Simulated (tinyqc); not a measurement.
What grading buys: minority-electron transport through the base of a bipolar transistor (Moll-Ross and Kroemer integrals). Computed by tinyqc, a small Python program. Command: `OMP_NUM_THREADS=1 python tinyqc.py 3025737 3025738 out.jsonl base walk`. One thread of a shared host (Intel(R) Xeon(R) Processor @ 2.30GHz), about 0.01 s of CPU time with the checks.

Low injection, one dimension, x from the emitter edge (0) to the collector edge (W), s = x/W. Recombination is treated as a small correction (valid for tau_B well below tau_n), computed from the stored charge.

Inputs (values chosen for the exercise, modelled on SiGe):
```
quantity                               value        unit
base doping at the emitter edge N_0  2.8e+19      1/cm^3
base width W                              34          nm
mu_min                                   150  cm^2/(V s)
mu_max                                  1060  cm^2/(V s)
N_ref                                2.3e+17      1/cm^3
saturation velocity v_s                 0.82    1e7 cm/s
temperature T                            300           K
doping ratio N_0/N(W)                     11           -
```

Base doping profile: Gaussian. Gap grading: linear. Exit of the base: infinite sink.

Constants: k_B = 8.617333262e-05 eV/K.

Method. N(x) = N_0 (ratio)^(-s^2); n_i(x)^2 = n_i^2 exp(s dE_g/k_B T); D(x) = (k_B T/e) mu, mu = mu_min + (mu_max - mu_min)/(1 + (N/N_ref)^0.7). With y(x) = N n_i^2/(D n_i(x)^2): base Gummel number G_B = int_0^W y dx; J_C = e n_i^2 exp(e V_BE/k_B T)/G_B; n(x) = (J_C/e)(n_i(x)^2/(N n_i^2)) [int_x^W y dx]; transit time tau_B = (e/J_C) int n dx; trapezoid rule on 401 even points.

The same base with other gradings:
```
dE_g (meV)  dE_g/k_B T  G_B (s/cm^4)  J_C gain  tau_B (ps)  speed gain
0                0.000    1.0690e+13    1.0000     0.56768      1.0000
25               0.967    8.0110e+12    1.3345     0.46607      1.2180
50               1.934    6.2605e+12    1.7076     0.39272      1.4455
75               2.901    5.0648e+12    2.1107     0.33798      1.6796
100              3.868    4.2147e+12    2.5365     0.29593      1.9183
150              5.802    3.1126e+12    3.4346     0.23612      2.4041
200              7.736    2.4453e+12    4.3718     0.19599      2.8965
300             11.605    1.6951e+12    6.3067     0.14594      3.8899
```

What does the comparison show, and why?

At 100 meV J_C rises by a factor 2.54 and the transit is 1.92 times faster; at 300 meV the factors are 6.31 and 3.89. For a uniform base without exit term both tend to be linear in dE_g/k_B T, J_C as x/(1 - exp(-x)) and the speed as x/2. From 50 meV on the mean velocity W/tau_B exceeds v_s, so those speed gains are overstated.
